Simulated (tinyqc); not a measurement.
p-i-n power rectifier, conductivity modulation at high injection: two steps of the calculation.

A drift layer from x = -d to d (2 d = W) between ideal p+ and n+ emitters (no recombination in them). High injection, n = p, ambipolar diffusion with one lifetime; both mobilities scale as (T/300 K)^(-bt).

Values chosen for this exercise; bulk values close to those of 4H silicon carbide: temperature T = 450 K; relative permittivity eps_r = 9.49; critical-field constant Kc = 23100 V/cm per (cm^-3)^(1/8); rated breakdown voltage of the drift layer BV = 13000 V; drift mobility at 300 K mud = 820 cm^2/(V s); temperature exponent of the drift mobility bt = 2.5; hole mobility at 300 K mup = 110 cm^2/(V s); forward current density J = 200 A/cm^2; high-level lifetime tau = 2e-5 s.

Constants: q = 1.602176634e-19 C, kB = 1.380649e-23 J/K, Vt = kB T/q, eps0 = 8.8541878128e-14 F/cm where lengths are in cm. Results are converted to the units shown.

Problem 1. Drift layer. Triangular field at breakdown with Ec = Kc N^(1/8): BV = eps0 eps_r Ec^2/(2 q N), so N = (eps0 eps_r Kc^2/(2 q BV))^(4/3); W = 2 BV/Ec; mu = mud (T/300 K)^(-bt); rho = 1/(q mu N); ideal resistance rho W.

Wanted: N; Ec; W; mu; rho; ideal resistance.

Solution 1.

N = 5.1200e14 cm^-3
Ec = 1.5932 MV/cm
W = 163.19 um
mu = 297.57 cm^2/(V s)
rho = 40.967 ohm cm
ideal resistance = 668.55 mohm cm^2

Problem 2. Carrier profile. Da = 2 mun mup Vt/(mun + mup), La = sqrt(Da tau), B = (mun - mup)/(mun + mup) with mun = mud (T/300 K)^(-bt), mup likewise; n(x) = (tau J/(2 q La)) [cosh(x/La)/sinh(d/La) - B sinh(x/La)/cosh(d/La)]. 10 equal steps.

W = 163.19324 um

Give: Da; La; B; x; n.

Solution 2.

Da = 2.730 cm^2/s
La = 73.89 um
B = 0.7634

```
point  x (um)  n (cm^-3)
0      -81.60   3.141e18
1      -65.28   2.554e18
2      -48.96   2.093e18
3      -32.64   1.734e18
4      -16.32   1.460e18
5        0.00   1.258e18
6       16.32   1.117e18
7       32.64   1.031e18
8       48.96   9.959e17
9       65.28   1.009e18
10      81.60   1.072e18
```

d/La = 1.10.

Program tinyqc, `OMP_NUM_THREADS=1 python tinyqc.py 2230047 2230048 out.jsonl`; Intel Xeon 2.30GHz, shared host, one thread, about 0.01 s.
